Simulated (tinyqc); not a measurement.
Shallow acceptor in the spherical four-band model, step by step. Values are carried at full precision from step to step, so a last printed digit may differ when a step is redone from the rounded ones.

Units Ry* = Ry/(g1 eps^2) and a* = a0 eps g1; mu = (6 g3 + 4 g2)/(5 g1) is the spherical heavy-light coupling and delta = (g3 - g2)/g1 the cubic term, which is left out.

Constants: Ry = 13.60569312 eV; a0 (Bohr radius) = 0.5291772105 angstrom.

Values chosen for the exercise (near those of a shallow acceptor in GaAs; not measured data): g1 = 6.99 (Luttinger gamma1); g2 = 2.06 (gamma2); g3 = 2.93 (gamma3); eps = 12.8 (dielectric constant); al = (0.383, 2.3, 13.8) 1/a*^2 (exponents a_i, the same for f and g); Dso = 0.341 eV (spin-orbit splitting).

## Units and couplings

Give Ry*, a*, mu, delta and the spherical masses 1/(g1 (1 -/+ mu)).

Ry* = 11.880 meV
a* = 47.35 angstrom
mu = 0.73877
delta = 0.1245

heavy and light mass (m0): [0.5476, 0.0823]

A hydrogen model with the heavy mass would bind by Ry*/(1 - mu) = 45.5 meV and with the light mass by 6.8 meV. delta/mu = 0.17: the cubic term is a modest correction.

## Matrices in a small basis

The ground state 1S3/2 has an L = 0 part f(r) and an L = 2 part g(r). In units of Ry* and a*, with Gaussians f_i = exp(-a_i r^2), g_i = r^2 exp(-a_i r^2), A = a_i + a_j and I(n) = Gamma((n + 1)/2)/(2 A^((n + 1)/2)): S_ff = I(2), S_gg = I(6), H_ff = (6 a_i a_j/A) I(2) - 2 I(1), H_gg = (14 a_i a_j/A) I(6) - 2 I(5), H_fg = -mu [15 I(2) - 20 a_j I(4) + 4 a_j^2 I(6)]; each function is then normalised. The split-off band is left out.

Form S and H.

S, rows f1, f2, f3, g1, g2, g3 and columns alike:
```
[[1.0000, 0.5852, 0.1846, 0, 0, 0],
 [0.5852, 1.0000, 0.5855, 0, 0, 0],
 [0.1846, 0.5855, 1.0000, 0, 0, 0],
 [0, 0, 0, 1.0000, 0.2865, 0.0194],
 [0, 0, 0, 0.2865, 1.0000, 0.2868],
 [0, 0, 0, 0.0194, 0.2868, 1.0000]]
```

H (Ry*), rows f1, f2, f3, g1, g2, g3 and columns alike:
```
[[-0.8261, -1.0104, -1.1561, -1.0959, -0.3139, -0.0213],
 [-1.0104, 2.0598, 1.6238, -1.8851, -6.5809, -1.8872],
 [-1.1561, 1.6238, 29.5440, -0.7660, -11.3230, -39.4851],
 [-1.0959, -1.8851, -0.7660, 1.6276, 0.7520, 0.0133],
 [-0.3139, -6.5809, -11.3230, 0.7520, 13.5186, 6.5298],
 [-0.0213, -1.8872, -39.4851, 0.0133, 6.5298, 90.2768]]
```

## Ground state in the small basis

Solve H u = E S u for the lowest level of the acceptor; the first half of the basis is L = 0 and the second L = 2. Give E, E without the f-g block, and the L = 2 weight u_g S_gg u_g with u S u = 1.

E = -1.962 Ry*
E without coupling = -0.916 Ry*
L = 2 weight = 0.230

Without the coupling the exact value is -1, which this basis, tuned to the compact coupled state, misses by 0.084. The coupling to L = 2 takes the level to 1.96 times that exact value.

## Converged result

Converged values use 22 exponents 2.2^i, i = -7 to 14, for f and for g.
Ground and next level of the same symmetry, L = 2 weight and mean radius.

1S3/2 and 2S3/2 (Ry*): [-2.070, -0.611]

binding energies (meV): [24.6, 7.3]

L = 2 weight = 0.251
<r> = 37.5 angstrom

The small basis reaches 95 % of the binding. The ratio 1S/2S is 3.39 (4 for hydrogen). The binding is 0.07 of Dso, so leaving out the split-off band is safe.

## Checks

- Level at mu = 0 against -1 Ry*: both -1.0000.
- Ground level from a second, denser basis, Ry*: both -2.070.

tinyqc: `OMP_NUM_THREADS=1 python tinyqc.py 1252798 1252799 out.jsonl`; about 0.06 s, one thread, shared Intel(R) Xeon(R) Processor @ 2.30GHz.
